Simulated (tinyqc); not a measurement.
Bloch-Grueneisen resistivity of a metal. Changing the residual resistivity rho_0. Computed by tinyqc, a small Python program. Command: `OMP_NUM_THREADS=1 python tinyqc.py 3028720 3028721 out.jsonl bg sweep`. One thread of a shared host (Intel(R) Xeon(R) Processor @ 2.30GHz), about 0.01 s of CPU time with the checks.

Electrons scatter from a Debye spectrum of phonons (n = 5 for scattering within one band, n = 3 for scattering into a second, heavy band) and from static defects.

Inputs (values chosen for the exercise, modelled on iridium): exponent n = 5; Debye temperature Theta = 313 K; transport coupling lambda_tr = 0.39; Drude plasma energy hbar w_p = 8.8 eV; temperature T = 200 K.

Addition: none.

Constants: k_B = 1.380649e-23 J/K; hbar = 1.054571817e-34 J s; eps_0 = 8.8541878128e-12 F/m; hbar = 6.582119569e-16 eV s; k_B = 8.617333262e-05 eV/K.

Method:
- J_n(y) = int_0^y x^n e^x/(e^x - 1)^2 dx, by 96 Gauss-Legendre points (upper limit at most 60).
- rho_ph = (n - 1) rho_1 (T/Theta)^n J_n(Theta/T), with rho_1 = 2 pi lambda_tr k_B Theta/(hbar eps_0 w_p^2), the high-temperature line at T = Theta.
- Matthiessen's rule: rho = rho_0 + rho_ph.
- Temperature coefficient (1/rho) d rho/dT by a central difference of +/- 0.5 K; residual ratio rho(295 K)/rho(4.2 K); scattering time tau = 1/(eps_0 w_p^2 rho); Wiedemann-Franz kappa = L_0 T/rho, L_0 = (pi^2/3)(k_B/e)^2.

One run for each value; columns: (1) residual resistivity rho_0 (microohm cm); (2) temperature coefficient (1e-3/K); (3) residual resistance ratio; (4) resistivity rho (microohm cm):
```
(1)        (2)         (3)     (4)
0.002   6.2955  2.8096e+03   3.551
0.0073  6.2861  7.7087e+02   3.557
0.026   6.2532  2.1719e+02   3.575
0.095   6.1348  6.0169e+01   3.644
0.35    5.7337  1.7060e+01   3.899
1.3     4.6105  5.3239e+00   4.849
4.6     2.7435  2.2220e+00   8.149
17      1.0880  1.3307e+00  20.549
60      0.3518  1.0937e+00  63.549
```

Over the rows, temperature coefficient (1e-3/K) falls from 6.30 to 0.352 (exponent d ln y / d ln x -0.0012 between the first rows and -0.90 between the last); residual resistance ratio falls from 2810 to 1.09 (exponent d ln y / d ln x -1.00 between the first rows and -0.16 between the last); resistivity rho (microohm cm) rises from 3.55 to 63.5 (exponent d ln y / d ln x 0.0012 between the first rows and 0.90 between the last). At the low end the exponent of residual resistance ratio is -1.00, close to -1: a clean metal, where the ratio is rho(295 K)/rho_0. The product rho times the coefficient, d rho/dT, stays at 22.4 nanoohm cm/K: Matthiessen's rule keeps it fixed.
